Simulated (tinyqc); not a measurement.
From results back to parameters: donors with valley-orbit split 1s states. Three cases, with inputs chosen for the exercise.

Problem. The electron density is given and ND is hidden.

Each donor binds at most one electron, in any of its states. For a site s, W_s = sum over its states of g exp(E/kT), and the ionised share is 1/(1 + W_s exp(eta)), eta = (EF - Ec)/kT; n = Nc F_1/2(eta); neutrality n + NA = ND x (mean ionised share); holes are neglected. Nc from N = 2 (m kB T/(4 pi c))^(3/2) with c = hbar^2/2m0, in 1/angstrom^3; times 1e24 for 1/cm^3, m = md. F_j(eta) = (1/Gamma(j + 1)) integral_0^infinity x^j dx/(1 + exp(x - eta)), which tends to exp(eta) for eta << 0.

Constants: hbar^2/2m0 = 3.80998211 eV angstrom^2; kB = 8.617333262e-05 eV/K.

Find: eta; mean ionised share; ND.

Method. n/Nc gives eta, eta and W_s give the ionised share, and ND = (n + NA)/share.

Case 1.

Values chosen (near those of As in Si; not measured data):
- md = 1.058 m0 (density-of-states mass of the conduction band)
- E = (54.7, 34.6, 32.4) meV (binding energies of 1s(A1), 1s(T2), 1s(E))
- g = (2, 6, 4) (their degeneracies with spin)
- T = 300 K
- NA = 0 1/cm^3 (compensating acceptors, all ionised)

n = 1.1730e+16 1/cm^3

Solution.

eta = -7.753
mean ionised share = 0.978
ND = 1.2e+16 1/cm^3

Case 2.

Values chosen (near those of P in Si; not measured data):
- md = 1.055 m0 (density-of-states mass of the conduction band)
- E = (46, 33.8, 32.8) meV (binding energies of 1s(A1), 1s(T2), 1s(E))
- g = (2, 6, 4) (their degeneracies with spin)
- T = 300 K
- NA = 0 1/cm^3 (compensating acceptors, all ionised)

n = 6.5244e+15 1/cm^3

Solution.

eta = -8.335
mean ionised share = 0.989
ND = 6.6e+15 1/cm^3

Case 3.

Values chosen (near those of Sb in Si; not measured data):
- md = 1.029 m0 (density-of-states mass of the conduction band)
- E = (42.4, 33.1, 29.8) meV (binding energies of 1s(A1), 1s(T2), 1s(E))
- g = (2, 6, 4) (their degeneracies with spin)
- T = 300 K
- NA = 0 1/cm^3 (compensating acceptors, all ionised)

n = 6.8774e+17 1/cm^3

Solution.

eta = -3.631
mean ionised share = 0.458
ND = 1.5e+18 1/cm^3

Computed by tinyqc, one run a case: `OMP_NUM_THREADS=1 python tinyqc.py N N+1 out.jsonl` with N = 1680222, 1680312, 1680465; one thread of a shared Intel(R) Xeon(R) Processor @ 2.30GHz, about 0.01 s a run at most.
